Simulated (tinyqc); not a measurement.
Inside a calculation (part 2 of 3). Method: UHF in the sto-3g basis, for BeH, spin multiplicity 2. Computed by tinyqc, a small Python program that keeps every step (integrals from PySCF). Command: `OMP_NUM_THREADS=1 python tinyqc.py 21360 21361 out.jsonl` (the two numbers bound the seeds that draw the settings). One thread of a shared host (Intel(R) Xeon(R) Processor @ 2.60GHz), about 0.1 s of CPU time with the checks.

Geometry (angstrom):

| atom | x | y | z |
|---|---|---|---|
| Be | 0.000000 | 0.000000 | 0.000000 |
| H | 0.000000 | 0.000000 | 1.157000 |

## Iteration 3: building the Fock matrix

D(alpha) after iteration 2:
```
            1Be 1s     1Be 2s   1Be 2px   1Be 2py    1Be 2pz      2H 1s
1Be 1s    1.064886  -0.229970  0.000000  0.000000   0.072984  -0.055127
1Be 2s   -0.229970   0.909280  0.000000  0.000000  -0.378115  -0.009967
1Be 2px   0.000000   0.000000  0.000000  0.000000   0.000000   0.000000
1Be 2py   0.000000   0.000000  0.000000  0.000000   0.000000   0.000000
1Be 2pz   0.072984  -0.378115  0.000000  0.000000   0.341160   0.301854
2H 1s    -0.055127  -0.009967  0.000000  0.000000   0.301854   0.482433
```

D(beta) after iteration 2:
```
            1Be 1s     1Be 2s   1Be 2px   1Be 2py    1Be 2pz      2H 1s
1Be 1s    1.037769  -0.112497  0.000000  0.000000  -0.043103  -0.109547
1Be 2s   -0.112497   0.380571  0.000000  0.000000   0.125896   0.283112
1Be 2px   0.000000   0.000000  0.000000  0.000000   0.000000   0.000000
1Be 2py   0.000000   0.000000  0.000000  0.000000   0.000000   0.000000
1Be 2pz  -0.043103   0.125896  0.000000  0.000000   0.041682   0.093808
2H 1s    -0.109547   0.283112  0.000000  0.000000   0.093808   0.211277
```

core Hamiltonian H = T + V (hartree):
```
            1Be 1s     1Be 2s    1Be 2px    1Be 2py    1Be 2pz      2H 1s
1Be 1s   -8.324487  -2.050947   0.000000   0.000000  -0.024132  -0.838017
1Be 2s   -2.050947  -2.510680   0.000000   0.000000  -0.170512  -1.462055
1Be 2px   0.000000   0.000000  -1.996976   0.000000   0.000000   0.000000
1Be 2py   0.000000   0.000000   0.000000  -1.996976   0.000000   0.000000
1Be 2pz  -0.024132  -0.170512   0.000000   0.000000  -2.133734  -1.402103
2H 1s    -0.838017  -1.462055   0.000000   0.000000  -1.402103  -2.265793
```

Two-electron integrals (ij|kl) in chemists' order, unique and non-zero (hartree):
```
(11|11) 2.298831   (21|11) 0.392036   (21|21) 0.079539   (22|11) 0.570988
(22|21) 0.143041   (22|22) 0.417683   (31|31) 0.014607   (32|31) 0.021888
(32|32) 0.092265   (33|11) 0.569578   (33|21) 0.143083   (33|22) 0.417589
(33|33) 0.449859   (41|41) 0.014607   (42|41) 0.021888   (42|42) 0.092265
(43|43) 0.024249   (44|11) 0.569578   (44|21) 0.143083   (44|22) 0.417589
(44|33) 0.401360   (44|44) 0.449859   (51|51) 0.014607   (52|51) 0.021888
(52|52) 0.092265   (53|53) 0.024249   (54|54) 0.024249   (55|11) 0.569578
(55|21) 0.143083   (55|22) 0.417589   (55|33) 0.401360   (55|44) 0.401360
(55|55) 0.449859   (61|11) 0.157274   (61|21) 0.031797   (61|22) 0.057286
(61|33) 0.056864   (61|44) 0.056864   (61|51) 0.002911   (61|52) 0.005294
(61|55) 0.058159   (61|61) 0.013366   (62|11) 0.284601   (62|21) 0.071824
(62|22) 0.217962   (62|33) 0.210869   (62|44) 0.210869   (62|51) 0.009431
(62|52) 0.050589   (62|55) 0.231956   (62|61) 0.031472   (62|62) 0.152177
(63|31) 0.007683   (63|32) 0.032893   (63|53) 0.009525   (63|63) 0.016888
(64|41) 0.007683   (64|42) 0.032893   (64|54) 0.009525   (64|64) 0.016888
(65|11) 0.274500   (65|21) 0.070294   (65|22) 0.223942   (65|33) 0.210950
(65|44) 0.210950   (65|51) 0.015759   (65|52) 0.080254   (65|55) 0.249681
(65|61) 0.032716   (65|62) 0.180095   (65|65) 0.224848   (66|11) 0.448454
(66|21) 0.115317   (66|22) 0.382426   (66|33) 0.355593   (66|44) 0.355593
(66|51) 0.020599   (66|52) 0.130708   (66|55) 0.435671   (66|61) 0.052690
(66|62) 0.319982   (66|65) 0.406861   (66|66) 0.774606
```

nuclear repulsion = 1.82948042 hartree

J_ij = sum D_kl (ij|kl) with D = D(alpha) + D(beta), K_ij = sum D_kl (ik|jl) for each spin; F = H + J - K(s); E = tr D H + tr D J / 2 - 0.5 sum_s tr D(s) K(s) + E_nn.

Coulomb J (hartree):
```
           1Be 1s    1Be 2s   1Be 2px   1Be 2py   1Be 2pz     2H 1s
1Be 1s   6.151667  1.173504  0.000000  0.000000  0.020786  0.477804
1Be 2s   1.173504  2.343943  0.000000  0.000000  0.134839  1.331464
1Be 2px  0.000000  0.000000  2.301985  0.000000  0.000000  0.000000
1Be 2py  0.000000  0.000000  0.000000  2.301985  0.000000  0.000000
1Be 2pz  0.020786  0.134839  0.000000  0.000000  2.417845  1.421709
2H 1s    0.477804  1.331464  0.000000  0.000000  1.421709  2.476081
```

exchange K(alpha) (hartree):
```
           1Be 1s     1Be 2s   1Be 2px   1Be 2py    1Be 2pz     2H 1s
1Be 1s   2.335216   0.406303  0.000000  0.000000   0.002308  0.170093
1Be 2s   0.406303   0.521869  0.000000  0.000000  -0.006749  0.366216
1Be 2px  0.000000   0.000000  0.110050  0.000000   0.000000  0.000000
1Be 2py  0.000000   0.000000  0.000000  0.110050   0.000000  0.000000
1Be 2pz  0.002308  -0.006749  0.000000  0.000000   0.498727  0.407863
2H 1s    0.170093   0.366216  0.000000  0.000000   0.407863  0.690553
```

exchange K(beta) (hartree):
```
           1Be 1s    1Be 2s   1Be 2px   1Be 2py   1Be 2pz     2H 1s
1Be 1s   2.315244  0.398933  0.000000  0.000000  0.000446  0.160791
1Be 2s   0.398933  0.362485  0.000000  0.000000  0.193405  0.368105
1Be 2px  0.000000  0.000000  0.068654  0.000000  0.000000  0.000000
1Be 2py  0.000000  0.000000  0.000000  0.068654  0.000000  0.000000
1Be 2pz  0.000446  0.193405  0.000000  0.000000  0.200436  0.297218
2H 1s    0.160791  0.368105  0.000000  0.000000  0.297218  0.526229
```

F(alpha) (hartree):
```
            1Be 1s     1Be 2s   1Be 2px   1Be 2py    1Be 2pz      2H 1s
1Be 1s   -4.508037  -1.283746  0.000000  0.000000  -0.005654  -0.530306
1Be 2s   -1.283746  -0.688607  0.000000  0.000000  -0.028924  -0.496807
1Be 2px   0.000000   0.000000  0.194958  0.000000   0.000000   0.000000
1Be 2py   0.000000   0.000000  0.000000  0.194958   0.000000   0.000000
1Be 2pz  -0.005654  -0.028924  0.000000  0.000000  -0.214616  -0.388257
2H 1s    -0.530306  -0.496807  0.000000  0.000000  -0.388257  -0.480265
```

F(beta) (hartree):
```
            1Be 1s     1Be 2s   1Be 2px   1Be 2py    1Be 2pz      2H 1s
1Be 1s   -4.488065  -1.276376  0.000000  0.000000  -0.003793  -0.521004
1Be 2s   -1.276376  -0.529223  0.000000  0.000000  -0.229078  -0.498696
1Be 2px   0.000000   0.000000  0.236354  0.000000   0.000000   0.000000
1Be 2py   0.000000   0.000000  0.000000  0.236354   0.000000   0.000000
1Be 2pz  -0.003793  -0.229078  0.000000  0.000000   0.083675  -0.277611
2H 1s    -0.521004  -0.498696  0.000000  0.000000  -0.277611  -0.315942
```

total energy of this density = -14.90669197 hartree

## Iteration 3: DIIS over 2 matrices

error matrix X^T (FDS - SDF) X (alpha):
```
           1          2         3         4          5          6
1   0.000000   0.001111  0.000000  0.000000   0.004702  -0.003080
2  -0.001111   0.000000  0.000000  0.000000  -0.035311   0.016317
3   0.000000   0.000000  0.000000  0.000000   0.000000   0.000000
4   0.000000   0.000000  0.000000  0.000000   0.000000   0.000000
5  -0.004702   0.035311  0.000000  0.000000   0.000000  -0.028845
6   0.003080  -0.016317  0.000000  0.000000   0.028845   0.000000
```

B (overlaps of the stored error matrices):
```
               1              2
1  3.4961297e-02  2.0269595e-02
2  2.0269595e-02  1.2787774e-02
```

Minimise |sum c_i e_i|^2 with sum c_i = 1: solve [B -1; -1 0][c; lambda] = [0; -1] with B_ij = tr e_i^T e_j summed over both spins, and take F = sum c_i F_i.

DIIS coefficients: -1.037718  2.037718

extrapolated F(alpha) (hartree):
```
            1Be 1s     1Be 2s   1Be 2px   1Be 2py    1Be 2pz      2H 1s
1Be 1s   -4.507210  -1.284958  0.000000  0.000000  -0.004459  -0.529568
1Be 2s   -1.284958  -0.684119  0.000000  0.000000  -0.008599  -0.491446
1Be 2px   0.000000   0.000000  0.196403  0.000000   0.000000   0.000000
1Be 2py   0.000000   0.000000  0.000000  0.196403   0.000000   0.000000
1Be 2pz  -0.004459  -0.008599  0.000000  0.000000  -0.229042  -0.372224
2H 1s    -0.529568  -0.491446  0.000000  0.000000  -0.372224  -0.452025
```

extrapolated F(beta) (hartree):
```
            1Be 1s     1Be 2s   1Be 2px   1Be 2py    1Be 2pz      2H 1s
1Be 1s   -4.486214  -1.277517  0.000000  0.000000  -0.003582  -0.523277
1Be 2s   -1.277517  -0.501604  0.000000  0.000000  -0.258778  -0.501461
1Be 2px   0.000000   0.000000  0.240619  0.000000   0.000000   0.000000
1Be 2py   0.000000   0.000000  0.000000  0.240619   0.000000   0.000000
1Be 2pz  -0.003582  -0.258778  0.000000  0.000000   0.059060  -0.316501
2H 1s    -0.523277  -0.501461  0.000000  0.000000  -0.316501  -0.345528
```

## Iteration 3: diagonalisation and new density

X:
```
            1Be 1s     1Be 2s   1Be 2px   1Be 2py    1Be 2pz      2H 1s
1Be 1s    1.027215  -0.143070  0.000000  0.000000  -0.007870   0.009429
1Be 2s   -0.143070   1.239446  0.000000  0.000000   0.224237  -0.480283
1Be 2px   0.000000   0.000000  1.000000  0.000000   0.000000   0.000000
1Be 2py   0.000000   0.000000  0.000000  1.000000   0.000000   0.000000
1Be 2pz  -0.007870   0.224237  0.000000  0.000000   1.236221  -0.507104
2H 1s     0.009429  -0.480283  0.000000  0.000000  -0.507104   1.445573
```

overlap S:
```
           1Be 1s    1Be 2s   1Be 2px   1Be 2py   1Be 2pz     2H 1s
1Be 1s   1.000000  0.259517  0.000000  0.000000  0.000000  0.104168
1Be 2s   0.259517  1.000000  0.000000  0.000000  0.000000  0.535270
1Be 2px  0.000000  0.000000  1.000000  0.000000  0.000000  0.000000
1Be 2py  0.000000  0.000000  0.000000  1.000000  0.000000  0.000000
1Be 2pz  0.000000  0.000000  0.000000  0.000000  1.000000  0.569414
2H 1s    0.104168  0.535270  0.000000  0.000000  0.569414  1.000000
```

A level shift of 0.2 hartree raises the virtual space: F + shift (S - S D(s) S), with D(s) the density of one spin. Diagonalise F' = X^T F X, C = X C', fill 3 alpha and 2 beta electrons from the bottom; D(s) = C_occ C_occ^T. Each column has its largest component positive (the first on a tie).

F' = X^T F X (alpha) (hartree):
```
           1          2         3         4          5          6
1  -4.400842  -0.659293  0.000000  0.000000  -0.009831  -0.132623
2  -0.659293  -0.181867  0.000000  0.000000   0.310312  -0.489384
3   0.000000   0.000000  0.396403  0.000000   0.000000   0.000000
4   0.000000   0.000000  0.000000  0.396403   0.000000   0.000000
5  -0.009831   0.310312  0.000000  0.000000   0.158594  -0.567088
6  -0.132623  -0.489384  0.000000  0.000000  -0.567088   0.140380
```

orbital energies (alpha) (hartree): MO1 -4.510633, MO2 -0.490417, MO3 -0.282129, MO4 0.396403, MO5 0.396403, MO6 0.999445

coefficients C (alpha):
```
               MO1        MO2        MO3        MO4       MO5        MO6
1Be 1s    0.991893  -0.191914  -0.203513   0.000000  0.000000   0.117002
1Be 2s    0.029694   0.410676   0.797995   0.000000  0.000000  -1.015538
1Be 2px   0.000000   0.000000   0.000000  -0.119594  0.992823   0.000000
1Be 2py   0.000000   0.000000   0.000000   0.992823  0.119594   0.000000
1Be 2pz   0.001136   0.227223  -0.620188   0.000000  0.000000  -1.182994
2H 1s    -0.000091   0.615334  -0.208468   0.000000  0.000000   1.468162
```

F' = X^T F X (beta) (hartree):
```
           1          2         3         4          5          6
1  -4.376221  -0.688624  0.000000  0.000000   0.038141  -0.125108
2  -0.688624   0.066688  0.000000  0.000000  -0.056418  -0.547768
3   0.000000   0.000000  0.440619  0.000000   0.000000   0.000000
4   0.000000   0.000000  0.000000  0.440619   0.000000   0.000000
5   0.038141  -0.056418  0.000000  0.000000   0.524620  -0.517422
6  -0.125108  -0.547768  0.000000  0.000000  -0.517422   0.323108
```

orbital energies (beta) (hartree): MO1 -4.489417, MO2 -0.446694, MO3 0.406446, MO4 0.440619, MO5 0.440619, MO6 1.067859

coefficients C (beta):
```
               MO1        MO2        MO3        MO4       MO5        MO6
1Be 1s    0.992271  -0.209674  -0.198037   0.000000  0.000000   0.089474
1Be 2s    0.029101   0.528749   0.837213   0.000000  0.000000  -0.925366
1Be 2px   0.000000   0.000000   0.000000  -0.059142  0.998250   0.000000
1Be 2py   0.000000   0.000000   0.000000   0.998250  0.059142   0.000000
1Be 2pz   0.003356   0.288144  -0.555178   0.000000  0.000000  -1.201865
2H 1s    -0.001869   0.486786  -0.335198   0.000000  0.000000   1.492740
```

D(alpha) after iteration 3:
```
            1Be 1s     1Be 2s   1Be 2px   1Be 2py    1Be 2pz      2H 1s
1Be 1s    1.062100  -0.211764  0.000000  0.000000   0.083736  -0.075756
1Be 2s   -0.211764   0.806333  0.000000  0.000000  -0.401559   0.086343
1Be 2px   0.000000   0.000000  0.000000  0.000000   0.000000   0.000000
1Be 2py   0.000000   0.000000  0.000000  0.000000   0.000000   0.000000
1Be 2pz   0.083736  -0.401559  0.000000  0.000000   0.436265   0.269108
2H 1s    -0.075756   0.086343  0.000000  0.000000   0.269108   0.422096
```

D(beta) after iteration 3:
```
            1Be 1s     1Be 2s   1Be 2px   1Be 2py    1Be 2pz      2H 1s
1Be 1s    1.028566  -0.081989  0.000000  0.000000  -0.057087  -0.103921
1Be 2s   -0.081989   0.280422  0.000000  0.000000   0.152453   0.257333
1Be 2px   0.000000   0.000000  0.000000  0.000000   0.000000   0.000000
1Be 2py   0.000000   0.000000  0.000000  0.000000   0.000000   0.000000
1Be 2pz  -0.057087   0.152453  0.000000  0.000000   0.083038   0.140258
2H 1s    -0.103921   0.257333  0.000000  0.000000   0.140258   0.236964
```

Within a degenerate level the vectors are fixed only up to a rotation; this is one choice.

## Iteration 4: building the Fock matrix

As before.

Coulomb J (hartree):
```
           1Be 1s    1Be 2s   1Be 2px   1Be 2py   1Be 2pz     2H 1s
1Be 1s   6.151475  1.174136  0.000000  0.000000  0.021789  0.478442
1Be 2s   1.174136  2.345103  0.000000  0.000000  0.139920  1.337061
1Be 2px  0.000000  0.000000  2.300557  0.000000  0.000000  0.000000
1Be 2py  0.000000  0.000000  0.000000  2.300557  0.000000  0.000000
1Be 2pz  0.021789  0.139920  0.000000  0.000000  2.424258  1.430743
2H 1s    0.478442  1.337061  0.000000  0.000000  1.430743  2.492272
```

exchange K(alpha) (hartree):
```
           1Be 1s     1Be 2s   1Be 2px   1Be 2py    1Be 2pz     2H 1s
1Be 1s   2.334928   0.407937  0.000000  0.000000   0.001884  0.170319
1Be 2s   0.407937   0.519157  0.000000  0.000000  -0.013223  0.367024
1Be 2px  0.000000   0.000000  0.107990  0.000000   0.000000  0.000000
1Be 2py  0.000000   0.000000  0.000000  0.107990   0.000000  0.000000
1Be 2pz  0.001884  -0.013223  0.000000  0.000000   0.517658  0.402792
2H 1s    0.170319   0.367024  0.000000  0.000000   0.402792  0.675717
```

exchange K(beta) (hartree):
```
           1Be 1s    1Be 2s   1Be 2px   1Be 2py   1Be 2pz     2H 1s
1Be 1s   2.311391  0.401696  0.000000  0.000000  0.000544  0.163337
1Be 2s   0.401696  0.330645  0.000000  0.000000  0.217138  0.369177
1Be 2px  0.000000  0.000000  0.061328  0.000000  0.000000  0.000000
1Be 2py  0.000000  0.000000  0.000000  0.061328  0.000000  0.000000
1Be 2pz  0.000544  0.217138  0.000000  0.000000  0.236012  0.343578
2H 1s    0.163337  0.369177  0.000000  0.000000  0.343578  0.572527
```

F(alpha) (hartree):
```
            1Be 1s     1Be 2s   1Be 2px   1Be 2py    1Be 2pz      2H 1s
1Be 1s   -4.507940  -1.284748  0.000000  0.000000  -0.004228  -0.529894
1Be 2s   -1.284748  -0.684734  0.000000  0.000000  -0.017370  -0.492018
1Be 2px   0.000000   0.000000  0.195590  0.000000   0.000000   0.000000
1Be 2py   0.000000   0.000000  0.000000  0.195590   0.000000   0.000000
1Be 2pz  -0.004228  -0.017370  0.000000  0.000000  -0.227135  -0.374152
2H 1s    -0.529894  -0.492018  0.000000  0.000000  -0.374152  -0.449238
```

F(beta) (hartree):
```
            1Be 1s     1Be 2s   1Be 2px   1Be 2py    1Be 2pz      2H 1s
1Be 1s   -4.484403  -1.278506  0.000000  0.000000  -0.002888  -0.522912
1Be 2s   -1.278506  -0.496222  0.000000  0.000000  -0.247730  -0.494171
1Be 2px   0.000000   0.000000  0.242253  0.000000   0.000000   0.000000
1Be 2py   0.000000   0.000000  0.000000  0.242253   0.000000   0.000000
1Be 2pz  -0.002888  -0.247730  0.000000  0.000000   0.054511  -0.314937
2H 1s    -0.522912  -0.494171  0.000000  0.000000  -0.314937  -0.346048
```

total energy of this density = -14.92191703 hartree

## Iteration 4: DIIS over 3 matrices

error matrix X^T (FDS - SDF) X (alpha):
```
           1          2         3         4          5          6
1   0.000000  -0.000486  0.000000  0.000000  -0.000226   0.001055
2   0.000486   0.000000  0.000000  0.000000  -0.004792  -0.003964
3   0.000000   0.000000  0.000000  0.000000   0.000000   0.000000
4   0.000000   0.000000  0.000000  0.000000   0.000000   0.000000
5   0.000226   0.004792  0.000000  0.000000   0.000000  -0.012235
6  -0.001055   0.003964  0.000000  0.000000   0.012235   0.000000
```

B (overlaps of the stored error matrices):
```
               1              2              3
1  3.4961297e-02  2.0269595e-02  5.5342350e-03
2  2.0269595e-02  1.2787774e-02  4.2742016e-03
3  5.5342350e-03  4.2742016e-03  2.0911376e-03
```

As before.

DIIS coefficients: 0.808750  -1.948458  2.139708

extrapolated F(alpha) (hartree):
```
            1Be 1s     1Be 2s   1Be 2px   1Be 2py    1Be 2pz      2H 1s
1Be 1s   -4.508475  -1.284945  0.000000  0.000000  -0.003533  -0.530001
1Be 2s   -1.284945  -0.683819  0.000000  0.000000  -0.020041  -0.490739
1Be 2px   0.000000   0.000000  0.195184  0.000000   0.000000   0.000000
1Be 2py   0.000000   0.000000  0.000000  0.195184   0.000000   0.000000
1Be 2pz  -0.003533  -0.020041  0.000000  0.000000  -0.230159  -0.370572
2H 1s    -0.530001  -0.490739  0.000000  0.000000  -0.370572  -0.435885
```

extrapolated F(beta) (hartree):
```
            1Be 1s     1Be 2s   1Be 2px   1Be 2py    1Be 2pz      2H 1s
1Be 1s   -4.481671  -1.280045  0.000000  0.000000  -0.002020  -0.523316
1Be 2s   -1.280045  -0.480136  0.000000  0.000000  -0.245841  -0.486858
1Be 2px   0.000000   0.000000  0.245651  0.000000   0.000000   0.000000
1Be 2py   0.000000   0.000000  0.000000  0.245651   0.000000   0.000000
1Be 2pz  -0.002020  -0.245841  0.000000  0.000000   0.040457  -0.327169
2H 1s    -0.523316  -0.486858  0.000000  0.000000  -0.327169  -0.357301
```
